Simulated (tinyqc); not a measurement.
From results back to parameters: gated graphene: carriers, quantum capacitance and optical conductivity. Five cases, with inputs chosen for the exercise.

Problem. At low temperature the interband edge lies at 2|mu|, n = mu^2/(pi hv^2), and V = mu/e + e n/Cox with Cox/e^2 = k/(4 pi e2 t), e2 = e^2/(4 pi eps0), t in angstrom. The edge and the voltage are given; hv is hidden.

Constants: e^2/(4 pi eps0) = 14.39964547 eV angstrom.
Find: n; hv; vF (hbar = 6.58211957e-16 eV s).
Method. mu is half the edge; n = Cox (V - mu/e)/e; hv = mu/sqrt(pi n).

Case 1.

Values chosen (out of a larger set: Fermi velocity near that of graphene, gate dielectric near SiO2; not measured data): k = 3.74 (dielectric constant of the gate layer); t = 30 nm (its thickness).

edge = 0.3340 eV
V = 2.92919 V

Solution.

n = 1.90e+12 1/cm^2
hv = 6.83 eV angstrom
vF (hbar = 6.58211957e-16 eV s) = 1.04e+06 m/s

Case 2.

Values chosen (out of a larger set: Fermi velocity near that of graphene, gate dielectric near SiO2; not measured data): k = 4.04 (dielectric constant of the gate layer); t = 10 nm (its thickness).

edge = 0.4440 eV
V = 2.04402 V

Solution.

n = 4.07e+12 1/cm^2
hv = 6.21 eV angstrom
vF (hbar = 6.58211957e-16 eV s) = 9.43e+05 m/s

Case 3.

Values chosen (out of a larger set: Fermi velocity near that of graphene, gate dielectric near hBN; not measured data): k = 3.39 (dielectric constant of the gate layer); t = 10 nm (its thickness).

edge = 0.6500 eV
V = 4.89003 V

Solution.

n = 8.55e+12 1/cm^2
hv = 6.27 eV angstrom
vF (hbar = 6.58211957e-16 eV s) = 9.53e+05 m/s

Case 4.

Values chosen (out of a larger set: Fermi velocity near that of graphene, gate dielectric near hBN; not measured data): k = 3.29 (dielectric constant of the gate layer); t = 20 nm (its thickness).

edge = 0.4200 eV
V = 3.61921 V

Solution.

n = 3.10e+12 1/cm^2
hv = 6.73 eV angstrom
vF (hbar = 6.58211957e-16 eV s) = 1.02e+06 m/s

Case 5.

Values chosen (out of a larger set: Fermi velocity near that of graphene, gate dielectric near HfO2; not measured data): k = 17.96 (dielectric constant of the gate layer); t = 5 nm (its thickness).

edge = 0.2240 eV
V = 0.157898 V

Solution.

n = 9.11e+11 1/cm^2
hv = 6.62 eV angstrom
vF (hbar = 6.58211957e-16 eV s) = 1.01e+06 m/s

Computed by tinyqc, one run a case: `OMP_NUM_THREADS=1 python tinyqc.py N N+1 out.jsonl` with N = 1680329, 1680382, 1680412, 1680433, 1680539; one thread of a shared Intel(R) Xeon(R) Processor @ 2.30GHz, about 0.01 s a run at most.
